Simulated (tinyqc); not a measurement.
A log to judge: finite-difference solution of the diffusion equation on a small grid. Computed by tinyqc. Command: `OMP_NUM_THREADS=1 python tinyqc.py 3010913 3010914 out.jsonl fdiff walk`. One thread of a shared host (Intel(R) Xeon(R) Processor @ 2.30GHz), about 0.01 s of CPU time with the checks.

dC/dt = D d2C/dx2 on nodes x_j = j dx, j = 0..8; the far end is sealed.

Inputs (values chosen for the exercise): diffusivity D = 46 nm^2/s; grid spacing dx = 10 nm; time step dt = 2.3 s; final time t_f = 69 s; loss velocity h = 0.65 nm/s.

Boundary at x = 0: surface loss. Scheme: explicit.

start values C_j, j = 0, 1, ... (% of a reference): [0.889, 18.8, 77, 100, 79.8, 31.6, 4.59, 0, 0]

Method:
- The operator M acts as (M C)_j = C_(j-1) - 2 C_j + C_(j+1); at the sealed far end a mirror node gives 2 C_(N-2) - 2 C_(N-1); at j = 0, the outward flux h C_0 gives 2 C_1 - (2 + 2 h dx/D) C_0.
- With r = D dt/dx^2: (1 - theta r M) C(new) = (1 + (1 - theta) r M) C(old); theta = 0 explicit, 1 implicit, 1/2 Crank-Nicolson.
- The run takes n = round(t_f/dt) steps of length t_f/n.
- The dose is the trapezoidal sum of C dx; the error is the largest difference from exp(M D t/dx^2) C(0), the exact time evolution on the same grid.

Course of the run:
```
step  t (s)           C_1           C_4   dose (% nm)  largest error
1       2.3   6.14258e+01   5.01760e+01   3.12102e+03    2.24482e+01
2       4.6   1.42704e+01   5.85992e+01   3.06342e+03    3.90848e+01
3       6.9   1.46507e+02  -4.76124e+00   2.95060e+03    1.14522e+02
4       9.2  -2.82047e+02   1.90571e+02   3.06510e+03    3.81298e+02
5      11.5   1.08195e+03  -4.52117e+02   2.43962e+03    1.22429e+03
6      13.8  -3.32320e+03   1.62279e+03   4.21691e+03    3.93793e+03
7      16.1   1.08691e+04  -5.09747e+03  -1.72062e+03    1.26836e+04
...     ...           ...           ...           ...            ...
24     55.2  -4.93777e+12   2.79136e+12   2.02409e+12    5.73528e+12
25     57.5   1.59898e+13  -9.12658e+12  -6.55016e+12    1.85638e+13
26     59.8  -5.17925e+13   2.98374e+13   2.12026e+13    6.01022e+13
27     62.1   1.67802e+14  -9.75375e+13  -6.86501e+13    1.94638e+14
28     64.4  -5.43794e+14   3.18815e+14   2.22333e+14    6.30482e+14
29     66.7   1.76268e+15  -1.04199e+15  -7.20237e+14    2.04280e+15
30     69.0  -5.71494e+15   3.40522e+15   2.33375e+15    6.62039e+15
```

Can the last value be used, and what does the course show?

No. The error grows by a factor near 3.26 a step with alternating sign from node to node: r = 1.06 exceeds the stability limit 0.497 of the explicit scheme. Reruns converge with time step dt = 0.92; or with scheme = implicit; or with scheme = Crank-Nicolson. Reruns still fail with time step dt = 1.8.
